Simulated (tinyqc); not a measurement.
Worked calculation: atomic layer deposition: Langmuir saturation, growth per cycle and coating of deep features. Computed by tinyqc, a small Python program that keeps every step. Command: `OMP_NUM_THREADS=1 python tinyqc.py 3024471 3024472 out.jsonl ald walk`. One thread of a shared host (Intel(R) Xeon(R) Processor @ 2.30GHz), about 0.01 s of CPU time with the checks. Intermediate numbers are printed to about 6 digits and carried at full precision; extremes and crossings named in words are read from the listed rows.

Precursor A sticks only on free sites, so a long enough pulse saturates; co-reactant B then frees the sites again.

Inputs (values chosen for the exercise, modelled on titanium nitride from the chloride and ammonia):
```
quantity                                   value      unit
precursor mass M                             190         u
site density q                                 2    1/nm^2
growth per cycle at saturation G            0.33  angstrom
sticking probability beta on free sites  0.00051         -
precursor pressure p                          30        Pa
temperature T                                325         C
pulse time t                                 0.3         s
co-reactant completion per pulse c_B         0.9         -
desorption energy E_d                       2.09        eV
purge time t_p                                12         s
aspect ratio a                                92         -
```

Feature: long trench.

Constants: u = 1.6605390666e-27 kg; k_B = 1.380649e-23 J/K; k_B = 8.617333262e-05 eV/K.

## Flux and saturation time

Wall flux F = p/sqrt(2 pi M k_B T); rate of filling k_a = beta F/q; desorption k_d = 1e13 exp(-E_d/(k_B T)) per second. 1/m^2 = 1e-18/nm^2. Temperatures in kelvin are T(C) + 273.15.

flux F = 234468 1/(nm^2 s)

k_a = 59.7893 1/s

k_d = 2.45740e-05 1/s

time to 99 % without desorption, ln(100)/k_a = 0.0770233 s

## The first four cycles

One cycle from coverage th0: pulse A gives th1 = th_s + (th0 - th_s) exp(-(k_a + k_d) t), th_s = k_a/(k_a + k_d); the purge leaves th2 = th1 exp(-k_d t_p); pulse B converts c_B th2 into film and leaves th3 = (1 - c_B) th2. Growth = G c_B th2. Start from th0 = 0.

Cycles:
```
cycle        th0       th1       th2        th3  growth (angstrom)
1      0.0000000  1.000000  0.999705  0.0999705           0.296912
2      0.0999705  1.000000  0.999705  0.0999705           0.296912
3      0.0999705  1.000000  0.999705  0.0999705           0.296912
4      0.0999705  1.000000  0.999705  0.0999705           0.296912
```

## Steady growth per cycle

The periodic state has th0 = th3: th0 = (1 - c_B) e_p th_s (1 - e_a)/(1 - (1 - c_B) e_p e_a), with e_a = exp(-(k_a + k_d) t), e_p = exp(-k_d t_p). Share of impinging molecules used = q (th1 - th0)/(F t).

coverage after pulse A = 1.000000

growth per cycle = 0.296912 angstrom

share of impinging molecules used = 2.55907e-05

The pulse is 17.94 filling times long: saturated. Caution: many metal-organic precursors decompose at such temperatures, which adds growth left out here.

## Exposure for a deep feature

Diffusion-limited filling (Gordon) of a long trench of width w, hydraulic diameter 2w, so that a is replaced by a/2 in the hole formula: t = (q/F)(1 + 19a/8 + 3a^2/8). Reaction-limited filling needs ln(100)/k_a at any depth, k_a = beta F/q. Flow is molecular. The front picture holds when the modulus (a/2) sqrt(beta) is well above 1. Depth reached by the given pulse: solve the same formula for a. Exposure = p x diffusion-limited time; 1 langmuir = 1.33322e-4 Pa s.

diffusion-limited time = 0.0289464 s

exposure = 6513.49 langmuir

modulus = 1.03883

aspect ratio reached by the front in time t = 303.092

Diffusion needs 0.0289 s and reaction 0.0770 s: both matter. Caution: the modulus is not well above 1 or the Gordon time is under three times ln(100)/k_a, so there is no sharp front: the Gordon time is only a lower bound and the reaction time must be met as well. Caution: for a long trench the a/2 rule ignores the ln(a)/a transmission of a slit, so times at large a are too long.

## Coverage along the feature as the dose grows

Continuum model with steady gas transport: d2n/dz2 = 3 beta (1 - th) n/d_h^2 (d_h the hydraulic diameter, n = 1 at the mouth, no flux at the floor, 60 cells), d th/dt = beta F n (1 - th)/q; no desorption. Times are multiples of the larger of the Gordon time and ln(100)/k_a.

Coverage:
```
multiple     t (s)  top cell  quarter depth  half depth  three quarters  floor cell
0.05      0.003851     0.203          0.144       0.104           0.082       0.074
0.10      0.007702     0.365          0.270       0.202           0.162       0.149
0.20      0.015405     0.598          0.478       0.380           0.318       0.297
0.40      0.030809     0.839          0.748       0.657           0.590       0.565
0.60      0.046214     0.935          0.887       0.830           0.785       0.767
0.80      0.061619     0.974          0.952       0.924           0.900       0.890
1.00      0.077023     0.990          0.980       0.968           0.957       0.953
1.30      0.100130     0.997          0.995       0.992           0.989       0.988
```

At a multiple of 0.2 the coverage is 0.60 at the top and 0.30 at the floor. The coverage falls gradually with depth, without a sharp front. In the last row the floor reaches 0.988.

Checks made by the program: periodic state against 400 explicit cycles (relative difference below 1e-10).
